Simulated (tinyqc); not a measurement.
Capacitances against the space between lines.

Endless row of lines of width wl, height tl and space sl between grounded planes at distance hd; e2 fills the gaps beside the lines, e1 the rest. Laplace's equation is solved on meshes of 3, 6 and 12 steps per unit u and extrapolated (Aitken), which is good to about 0.2 %. C_even (all lines at 1 V) is the capacitance Cg to the planes; C_odd (neighbours in antiphase) = Cg + 4 Cc if only nearest neighbours couple, which defines Cc; total with quiet neighbours Cg + 2 Cc. Plate values 2 eps0 e1 wl/hd and eps0 e2 tl/sl.

Values chosen for this exercise:
```
symbol  value  unit                                          meaning
e1        4.2        relative permittivity above and below the lines
e2          2                relative permittivity between the lines
wl          6     u                           line width, in units u
tl          6     u                                      line height
hd          8     u                           distance to each plane
```

Constants: eps0 = 8.8541878128e-12 F/m. Results are converted to the units shown.

The same in every row: plate Cg (aF/um) = 55.8.

Results:
columns A: sl (u); B: Cg (aF/um); C: Cc (aF/um); D: Cg + 2 Cc (aF/um); E: C_odd (aF/um); F: plate Cc (aF/um); G: share of coupling, 2 Cc/(Cg + 2 Cc) (%)
```
A      B     C    D    E     F     G
2   73.3  90.7  255  436  53.1  71.2
4   88.7  49.1  187  285  26.6  52.5
8    113  21.8  156  200  13.3  27.9
12   128  10.9  150  172  8.85  14.5
16   137  5.58  148  159  6.64  7.53
24   145  1.49  148  151  4.43  2.01
```

Estimate the missing row, sl = 6 u.

Computed row:
columns A: sl (u); B: Cg (aF/um); C: Cc (aF/um); D: Cg + 2 Cc (aF/um); E: C_odd (aF/um); F: plate Cc (aF/um); G: share of coupling, 2 Cc/(Cg + 2 Cc) (%)
```
A    B     C    D    E     F     G
6  102  31.8  165  229  17.7  38.4
```

With this row back in the table: As sl goes from 2 to 24, Cg rises from 73.3 to 145 aF/um, Cc falls from 90.7 to 1.49 aF/um and the share of coupling falls from 71.2 to 2.01 %. Cg is 1.31 times its plate value in the first row and 2.60 times in the last; for Cc the ratios are 1.71 and 0.336. Neighbours in antiphase raise the load by a factor of 1.71 and 1.02 over quiet ones. For sl = 2 the planes are farther than 0.8 of the pitch, so second neighbours couple too and Cg + 2 Cc understates the quiet load by a per cent or more.

Numbers from tinyqc (`OMP_NUM_THREADS=1 python tinyqc.py 2790143 2790144 out.jsonl`; about 1 s on one thread of a shared Intel Xeon 2.30GHz).
